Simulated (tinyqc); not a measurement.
# Gate work function from the charge

Problem. For an undoped double gate, Q = 8 eps0 eps_r Vt beta tan(beta)/ts with 0 < beta < pi/2, and at the source (Vg - dphi)/(2 Vt) - ln[(2/ts) sqrt(2 eps0 eps_r Vt/(q ni))] = ln(beta) - ln(cos beta) + 2 r beta tan(beta), r = eps_r tox/(eox ts). Find beta and dphi.

Parameters, values chosen for the exercise; material values close to those of In0.53Ga0.47As: temperature T = 325 K; relative permittivity of the semiconductor eps_r = 13.9; relative permittivity of the gate insulator eox = 21.9; insulator thickness tox = 11 nm; body thickness ts = 8 nm; gate voltage Vg = 0.33 V.

Constants: q = 1.602176634e-19 C, kB = 1.380649e-23 J/K, Vt = kB T/q, eps0 = 8.8541878128e-14 F/cm where lengths are in cm. Results are converted to the units shown.

Qs = 2.1992573 nC/cm^2
ni = 3.3443489e12 cm^-3

Solution. beta tan(beta) rises from 0 without bound on the interval, so the charge fixes beta; the second relation is then explicit in dphi.

beta = 0.07979
dphi = 0.09000 V

tinyqc, about 0.01 s, one thread, Intel Xeon 2.30GHz (shared host): `OMP_NUM_THREADS=1 python tinyqc.py 2440058 2440059 out.jsonl`
